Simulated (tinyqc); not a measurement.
Inside a calculation. Method: UHF in the 3-21g basis, for H2, spin multiplicity 1. Computed by tinyqc, a small Python program that keeps every step (integrals from PySCF). Settings: charge = 0, multiplicity = 1, basis = 3-21g, energy threshold = 1e-10, iteration cap = 87, orthogonalisation = symmetric, start = core, DIIS depth = 0, method = UHF, break = 0.2. Command: `OMP_NUM_THREADS=1 python tinyqc.py 30660 30661 out.jsonl` (the two numbers bound the seeds that draw the settings). One thread of a shared host (Intel(R) Xeon(R) Processor @ 2.60GHz), about 0.09 s of CPU time with the checks. Later iterations appear only in the table of the cycle.

## One-electron integrals

Geometry (angstrom):
```
atom,x,y,z
H,0.000000,0.000000,0.000000
H,0.000000,0.000000,1.140000
```

Basis 3-21g: exponents (1/bohr^2) and contraction coefficients of normalised primitives:
```
element,l (shell),exponent,coefficient
H,s (1),5.447178,0.156285
H,s (1),0.824547,0.904691
H,s (2),0.183192,1.000000
```

Overlap, kinetic and nuclear-attraction integrals over the contracted functions; the nuclear repulsion is the sum of Za Zb / Rab.

nuclear repulsion = 0.46419054 hartree

overlap S:
```
,1H 1s,1H 2s,2H 1s,2H 2s
1H 1s,1.000000,0.645899,0.126454,0.320184
1H 2s,0.645899,1.000000,0.320184,0.653709
2H 1s,0.126454,0.320184,1.000000,0.645899
2H 2s,0.320184,0.653709,0.645899,1.000000
```

kinetic energy T (hartree):
```
,1H 1s,1H 2s,2H 1s,2H 2s
1H 1s,1.549405,0.293152,-0.055956,0.077193
1H 2s,0.293152,0.274788,0.077193,0.128725
2H 1s,-0.055956,0.077193,1.549405,0.293152
2H 2s,0.077193,0.128725,0.293152,0.274788
```

nuclear attraction V (hartree):
```
,1H 1s,1H 2s,2H 1s,2H 2s
1H 1s,-2.185073,-1.081850,-0.229669,-0.545944
1H 2s,-1.081850,-1.116945,-0.545944,-0.781069
2H 1s,-0.229669,-0.545944,-2.185073,-1.081850
2H 2s,-0.545944,-0.781069,-1.081850,-1.116945
```

core Hamiltonian H = T + V (hartree):
```
,1H 1s,1H 2s,2H 1s,2H 2s
1H 1s,-0.635669,-0.788698,-0.285626,-0.468752
1H 2s,-0.788698,-0.842157,-0.468752,-0.652344
2H 1s,-0.285626,-0.468752,-0.635669,-0.788698
2H 2s,-0.468752,-0.652344,-0.788698,-0.842157
```

## Two-electron integrals

Functions are numbered as in S; the eight-fold symmetry (ij|kl) = (ji|kl) = (kl|ij) leaves the list below.

Two-electron integrals (ij|kl) in chemists' order, unique and non-zero (hartree):
```
i,j,k,l,(ij|kl)
1,1,1,1,1.140145
2,1,1,1,0.611403
2,1,2,1,0.345152
2,2,1,1,0.626370
2,2,2,1,0.380329
2,2,2,2,0.482957
3,1,1,1,0.100579
3,1,2,1,0.059341
3,1,2,2,0.070002
3,1,3,1,0.016371
3,2,1,1,0.172844
3,2,2,1,0.108193
3,2,2,2,0.145751
3,2,3,1,0.033102
3,2,3,2,0.084227
3,3,1,1,0.462364
3,3,2,1,0.295868
3,3,2,2,0.421867
3,3,3,1,0.100579
3,3,3,2,0.292674
3,3,3,3,1.140145
4,1,1,1,0.292674
4,1,2,1,0.166532
4,1,2,2,0.185962
4,1,3,1,0.033102
4,1,3,2,0.061856
4,1,3,3,0.172844
4,1,4,1,0.084227
4,2,1,1,0.365397
4,2,2,1,0.224698
4,2,2,2,0.294702
4,2,3,1,0.051074
4,2,3,2,0.117756
4,2,3,3,0.365397
4,2,4,1,0.117756
4,2,4,2,0.206385
4,3,1,1,0.295868
4,3,2,1,0.188232
4,3,2,2,0.266175
4,3,3,1,0.059341
4,3,3,2,0.166532
4,3,3,3,0.611403
4,3,4,1,0.108193
4,3,4,2,0.224698
4,3,4,3,0.345152
4,4,1,1,0.421867
4,4,2,1,0.266175
4,4,2,2,0.374955
4,4,3,1,0.070002
4,4,3,2,0.185962
4,4,3,3,0.626370
4,4,4,1,0.145751
4,4,4,2,0.294702
4,4,4,3,0.380329
4,4,4,4,0.482957
```

## Orthogonalisation

S = U s U^T; symmetric (Loewdin) form X = U s^(-1/2) U^T, so that X^T S X = 1.

eigenvalues of S: 0.190884  0.388675  1.028953  2.391488

X:
```
,1H 1s,1H 2s,2H 1s,2H 2s
1H 1s,1.239398,-0.484105,0.011945,0.022309
1H 2s,-0.484105,1.523263,0.022309,-0.523953
2H 1s,0.011945,0.022309,1.239398,-0.484105
2H 2s,0.022309,-0.523953,-0.484105,1.523263
```

## Starting guess

The start is the orbitals of the core Hamiltonian, with HOMO and LUMO mixed by +/-0.2 rad for the two spins; D(s) = C_occ C_occ^T for each spin.

D(alpha) at the start:
```
,1H 1s,1H 2s,2H 1s,2H 2s
1H 1s,0.143759,0.183608,0.092475,0.063136
1H 2s,0.183608,0.234503,0.118108,0.080637
2H 1s,0.092475,0.118108,0.059485,0.040613
2H 2s,0.063136,0.080637,0.040613,0.027728
```

D(beta) at the start:
```
,1H 1s,1H 2s,2H 1s,2H 2s
1H 1s,0.059485,0.040613,0.092475,0.118108
1H 2s,0.040613,0.027728,0.063136,0.080637
2H 1s,0.092475,0.063136,0.143759,0.183608
2H 2s,0.118108,0.080637,0.183608,0.234503
```

## Iteration 1: building the Fock matrix

J_ij = sum D_kl (ij|kl) with D = D(alpha) + D(beta), K_ij = sum D_kl (ik|jl) for each spin; F = H + J - K(s); E = tr D H + tr D J / 2 - 0.5 sum_s tr D(s) K(s) + E_nn.

Coulomb J (hartree):
```
,1H 1s,1H 2s,2H 1s,2H 2s
1H 1s,1.331246,0.787134,0.177347,0.407977
1H 2s,0.787134,0.969130,0.407977,0.675449
2H 1s,0.177347,0.407977,1.331246,0.787134
2H 2s,0.407977,0.675449,0.787134,0.969130
```

exchange K(alpha) (hartree):
```
,1H 1s,1H 2s,2H 1s,2H 2s
1H 1s,0.571794,0.474499,0.224935,0.328839
1H 2s,0.474499,0.453174,0.256934,0.342795
2H 1s,0.224935,0.256934,0.283401,0.268140
2H 2s,0.328839,0.342795,0.268140,0.307583
```

exchange K(beta) (hartree):
```
,1H 1s,1H 2s,2H 1s,2H 2s
1H 1s,0.283401,0.268140,0.224935,0.256934
1H 2s,0.268140,0.307583,0.328839,0.342795
2H 1s,0.224935,0.328839,0.571794,0.474499
2H 2s,0.256934,0.342795,0.474499,0.453174
```

F(alpha) (hartree):
```
,1H 1s,1H 2s,2H 1s,2H 2s
1H 1s,0.123783,-0.476063,-0.333214,-0.389614
1H 2s,-0.476063,-0.326201,-0.317709,-0.319690
2H 1s,-0.333214,-0.317709,0.412176,-0.269705
2H 2s,-0.389614,-0.319690,-0.269705,-0.180609
```

F(beta) (hartree):
```
,1H 1s,1H 2s,2H 1s,2H 2s
1H 1s,0.412176,-0.269705,-0.333214,-0.317709
1H 2s,-0.269705,-0.180609,-0.389614,-0.319690
2H 1s,-0.333214,-0.389614,0.123783,-0.476063
2H 2s,-0.317709,-0.319690,-0.476063,-0.326201
```

total energy of this density = -1.04082461 hartree

## Iteration 1: diagonalisation and new density

Diagonalise F' = X^T F X, C = X C', fill 1 alpha and 1 beta electrons from the bottom; D(s) = C_occ C_occ^T. Each column has its largest component positive (the first on a tie).

F' = X^T F X (alpha) (hartree):
```
,1,2,3,4
1,0.663966,-0.684662,-0.165675,-0.144448
2,-0.684662,0.229416,-0.121201,-0.193744
3,-0.165675,-0.121201,0.898043,-0.572296
4,-0.144448,-0.193744,-0.572296,0.326779
```

orbital energies (alpha) (hartree): MO1 -0.482039, MO2 0.181129, MO3 1.141829, MO4 1.277285

coefficients C (alpha):
```
,MO1,MO2,MO3,MO4
1H 1s,0.312292,-0.134737,1.161580,0.553316
1H 2s,0.526106,-0.930228,-1.039285,-0.779415
2H 1s,0.180637,0.159279,0.543897,-1.190497
2H 2s,0.226783,1.123036,-0.239753,1.208136
```

F' = X^T F X (beta) (hartree):
```
,1,2,3,4
1,0.898043,-0.572296,-0.165675,-0.121201
2,-0.572296,0.326779,-0.144448,-0.193744
3,-0.165675,-0.144448,0.663966,-0.684662
4,-0.121201,-0.193744,-0.684662,0.229416
```

orbital energies (beta) (hartree): MO1 -0.482039, MO2 0.181129, MO3 1.141829, MO4 1.277285

coefficients C (beta):
```
,MO1,MO2,MO3,MO4
1H 1s,0.180637,0.159279,0.543897,-1.190497
1H 2s,0.226783,1.123036,-0.239753,1.208136
2H 1s,0.312292,-0.134737,1.161580,0.553316
2H 2s,0.526106,-0.930228,-1.039285,-0.779415
```

D(alpha) after iteration 1:
```
,1H 1s,1H 2s,2H 1s,2H 2s
1H 1s,0.097526,0.164298,0.056412,0.070822
1H 2s,0.164298,0.276787,0.095034,0.119312
2H 1s,0.056412,0.095034,0.032630,0.040965
2H 2s,0.070822,0.119312,0.040965,0.051430
```

D(beta) after iteration 1:
```
,1H 1s,1H 2s,2H 1s,2H 2s
1H 1s,0.032630,0.040965,0.056412,0.095034
1H 2s,0.040965,0.051430,0.070822,0.119312
2H 1s,0.056412,0.070822,0.097526,0.164298
2H 2s,0.095034,0.119312,0.164298,0.276787
```

## Iteration 2: building the Fock matrix

As before.

Coulomb J (hartree):
```
,1H 1s,1H 2s,2H 1s,2H 2s
1H 1s,1.276585,0.761007,0.170886,0.394372
1H 2s,0.761007,0.949900,0.394372,0.661204
2H 1s,0.170886,0.394372,1.276585,0.761007
2H 2s,0.394372,0.661204,0.761007,0.949900
```

exchange K(alpha) (hartree):
```
,1H 1s,1H 2s,2H 1s,2H 2s
1H 1s,0.519032,0.452982,0.207667,0.317815
1H 2s,0.452982,0.457383,0.247713,0.349841
2H 1s,0.207667,0.247713,0.255953,0.258952
2H 2s,0.317815,0.349841,0.258952,0.317178
```

exchange K(beta) (hartree):
```
,1H 1s,1H 2s,2H 1s,2H 2s
1H 1s,0.255953,0.258952,0.207667,0.247713
1H 2s,0.258952,0.317178,0.317815,0.349841
2H 1s,0.207667,0.317815,0.519032,0.452982
2H 2s,0.247713,0.349841,0.452982,0.457383
```

F(alpha) (hartree):
```
,1H 1s,1H 2s,2H 1s,2H 2s
1H 1s,0.121884,-0.480673,-0.322407,-0.392194
1H 2s,-0.480673,-0.349640,-0.322093,-0.340982
2H 1s,-0.322407,-0.322093,0.384963,-0.286643
2H 2s,-0.392194,-0.340982,-0.286643,-0.209435
```

F(beta) (hartree):
```
,1H 1s,1H 2s,2H 1s,2H 2s
1H 1s,0.384963,-0.286643,-0.322407,-0.322093
1H 2s,-0.286643,-0.209435,-0.392194,-0.340982
2H 1s,-0.322407,-0.392194,0.121884,-0.480673
2H 2s,-0.322093,-0.340982,-0.480673,-0.349640
```

total energy of this density = -1.06116578 hartree

## Iteration 2: diagonalisation and new density

As before.

F' = X^T F X (alpha) (hartree):
```
,1,2,3,4
1,0.661748,-0.679811,-0.150235,-0.144754
2,-0.679811,0.205999,-0.118300,-0.205410
3,-0.150235,-0.118300,0.870363,-0.573372
4,-0.144754,-0.205410,-0.573372,0.303525
```

orbital energies (alpha) (hartree): MO1 -0.499355, MO2 0.162634, MO3 1.129451, MO4 1.248904

coefficients C (alpha):
```
,MO1,MO2,MO3,MO4
1H 1s,0.297920,-0.141246,1.161726,0.559278
1H 2s,0.527015,-0.930329,-1.026183,-0.795867
2H 1s,0.174125,0.169530,0.553608,-1.185565
2H 2s,0.243611,1.108618,-0.247009,1.216684
```

F' = X^T F X (beta) (hartree):
```
,1,2,3,4
1,0.870363,-0.573372,-0.150235,-0.118300
2,-0.573372,0.303525,-0.144754,-0.205410
3,-0.150235,-0.144754,0.661748,-0.679811
4,-0.118300,-0.205410,-0.679811,0.205999
```

orbital energies (beta) (hartree): MO1 -0.499355, MO2 0.162634, MO3 1.129451, MO4 1.248904

coefficients C (beta):
```
,MO1,MO2,MO3,MO4
1H 1s,0.174125,0.169530,0.553608,-1.185565
1H 2s,0.243611,1.108618,-0.247009,1.216684
2H 1s,0.297920,-0.141246,1.161726,0.559278
2H 2s,0.527015,-0.930329,-1.026183,-0.795867
```

D(alpha) after iteration 2:
```
,1H 1s,1H 2s,2H 1s,2H 2s
1H 1s,0.088756,0.157008,0.051875,0.072576
1H 2s,0.157008,0.277745,0.091767,0.128387
2H 1s,0.051875,0.091767,0.030320,0.042419
2H 2s,0.072576,0.128387,0.042419,0.059346
```

D(beta) after iteration 2:
```
,1H 1s,1H 2s,2H 1s,2H 2s
1H 1s,0.030320,0.042419,0.051875,0.091767
1H 2s,0.042419,0.059346,0.072576,0.128387
2H 1s,0.051875,0.072576,0.088756,0.157008
2H 2s,0.091767,0.128387,0.157008,0.277745
```

## Convergence

Stop when the energy changes by less than 1e-10 hartree and every element of the error matrix X^T (F D S - S D F) X (for each spin) is below 3e-06.

Course of the cycle:
```
iteration,E (hartree),change,largest element of the error matrix
1,-1.04082461,-,6.82e-02
2,-1.06116578,-2.03e-02,1.32e-02
3,-1.06201902,-8.53e-04,5.07e-03
4,-1.06230980,-2.91e-04,3.54e-03
5,-1.06253436,-2.25e-04,3.03e-03
6,-1.06271815,-1.84e-04,2.75e-03
7,-1.06287083,-1.53e-04,2.52e-03
8,-1.06299918,-1.28e-04,2.31e-03
9,-1.06310817,-1.09e-04,2.14e-03
10,-1.06320156,-9.34e-05,1.98e-03
11,-1.06328224,-8.07e-05,1.85e-03
12,-1.06335242,-7.02e-05,1.73e-03
13,-1.06341386,-6.14e-05,1.62e-03
14,-1.06346796,-5.41e-05,1.52e-03
...,...,...,...
74,-1.06400292,-5.58e-07,1.57e-04
75,-1.06400344,-5.23e-07,1.52e-04
76,-1.06400394,-4.91e-07,1.47e-04
77,-1.06400440,-4.61e-07,1.43e-04
78,-1.06400483,-4.33e-07,1.38e-04
79,-1.06400524,-4.07e-07,1.34e-04
80,-1.06400562,-3.82e-07,1.30e-04
81,-1.06400598,-3.59e-07,1.26e-04
82,-1.06400632,-3.37e-07,1.22e-04
83,-1.06400663,-3.17e-07,1.18e-04
84,-1.06400693,-2.97e-07,1.15e-04
85,-1.06400721,-2.79e-07,1.11e-04
86,-1.06400747,-2.62e-07,1.08e-04
87,-1.06400772,-2.47e-07,1.04e-04
```

PySCF UHF in the same basis, after a stability check = -1.06401156 hartree

Not converged within the cap of 87 iterations: the residual falls steadily but slowly, by a factor of about 0.97 a step. Reruns (cap 100 unless said): DIIS 8: converged in 12; damping 0.5: not converged; level shift 0.5: not converged; atomic densities as start, DIIS 8: converged in 5; the original settings with a cap of 400: converged in 213.
